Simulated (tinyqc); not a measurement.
Programming of a floating-gate cell by Fowler-Nordheim tunnelling: effect of the coupling ratio.

Per tunnel area the floating gate has Ctun = 3.9 eps0/tox to the channel (0 V) and Ccg to the control gate, Ct = Ctun/(1 - ag), no other coupling. With the threshold shift U = -Q/Ccg the field is F = ag (Vg - U)/tox, and dU/dt = J/Ccg. Fowler-Nordheim: J = A F^2 exp(-B/F), A = q^2/(16 pi^2 hbar mo phi) (times 1e14 for A/cm^2 with F in V/nm, emitter mass m0), B = (4/3) sqrt(mo/C) phi^1.5, C = hbar^2/(2 m0).

After 1e-5 s. Exact: exp(B/F(t)) = exp(B/F(0)) + K t, K = A B ag/(Ccg tox), and U = Vg - tox F/ag.

Parameters, values chosen for the exercise; oxide values close to those of silicon dioxide: tunnel barrier phi = 3.11 eV; tunnelling mass mo = 0.42 m0; tunnel oxide thickness tox = 9.9 nm; threshold shift at the start Vt0 = -0.6 V; control-gate voltage Vg = 18.6 V.

Constants: q = 1.602176634e-19 C, hbar = 1.054571817e-34 J s, m0 = 9.1093837015e-31 kg, eps0 = 8.8541878128e-14 F/cm where lengths are in cm, hbar^2/(2 m0) = 0.0380998212 eV nm^2. Results are converted to the units shown.

Result of one run:

| ag | F(0) (V/nm) | F (V/nm) | J (A/cm^2) | U (V) |
|---|---|---|---|---|
| 0.42 | 0.8145 | 0.8145 | 8.876e-6 | -0.5996 |

What becomes of these results when the coupling ratio Ccg/Ct ag is changed from 0.42 to 0.78, all else the same?

Result of the changed run:

| ag | F(0) (V/nm) | F (V/nm) | J (A/cm^2) | U (V) |
|---|---|---|---|---|
| 0.78 | 1.513 | 1.138 | 0.08333 | 4.153 |

The whole series:

| ag | F(0) (V/nm) | F (V/nm) | J (A/cm^2) | U (V) |
|---|---|---|---|---|
| 0.42 | 0.8145 | 0.8145 | 8.876e-6 | -0.5996 |
| 0.47 | 0.9115 | 0.9111 | 2.617e-4 | -0.5915 |
| 0.52 | 1.008 | 1.003 | 0.003648 | -0.4965 |
| 0.57 | 1.105 | 1.071 | 0.01927 | 5.277e-4 |
| 0.63 | 1.222 | 1.105 | 0.04120 | 1.238 |
| 0.68 | 1.319 | 1.117 | 0.05346 | 2.338 |
| 0.73 | 1.416 | 1.127 | 0.06608 | 3.315 |
| 0.78 | 1.513 | 1.138 | 0.08333 | 4.153 |

The starting field rises from 0.815 to 1.51 V/nm and U rises from -0.600 to 4.15 V. Between the last two rows 0.01 of coupling is worth 168 mV. In 4 of the 8 rows the starting field exceeds 12 MV/cm, where the oxide would wear out or break down quickly.

Range of the model: Programming fields of 10 MV/cm and more wear the oxide; trapping and the channel potential are ignored.

Computed by the program tinyqc: `OMP_NUM_THREADS=1 python tinyqc.py 2130063 2130064 out.jsonl`, one thread of a shared Intel Xeon 2.30GHz, about 0.01 s for the whole run.
